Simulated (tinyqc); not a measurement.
## Doping and barrier from two capacitances

Problem. A Schottky diode on a uniformly doped n-type layer obeys (A/C)^2 = 2 (Vbi - V - Vt)/(q eps0 eps_r Nd) in reverse bias, with phiB = Vbi + Vt ln(Nc/Nd) and image force ignored. Find Nd, Vbi and phiB.

Inputs (values chosen for the exercise); band and dielectric values close to those of cadmium telluride:

| symbol | value | unit | meaning |
|---|---|---|---|
| T | 250 | K | temperature |
| eps_r | 10.2 |  | relative permittivity |
| Nc | 5.99e17 | cm^-3 | conduction-band density of states at T |
| A | 0.00028 | cm^2 | diode area |

Constants: q = 1.602176634e-19 C, kB = 1.380649e-23 J/K, Vt = kB T/q, eps0 = 8.8541878128e-14 F/cm where lengths are in cm. Results are converted to the units shown.

C at V = -0.9 and -5.7 V (pF): [20.042963, 10.541589]

Solution. The slope of (A/C)^2 against -V gives Nd, the intercept Vbi - Vt, and the Fermi-level depth Vt ln(Nc/Nd) is added for the barrier.

Nd = 1.30e17 cm^-3
Vbi = 0.957 V
phiB = 0.990 eV

Numbers from tinyqc (`OMP_NUM_THREADS=1 python tinyqc.py 2020168 2020169 out.jsonl`; about 0.1 s on one thread of a shared Intel Xeon 2.30GHz).
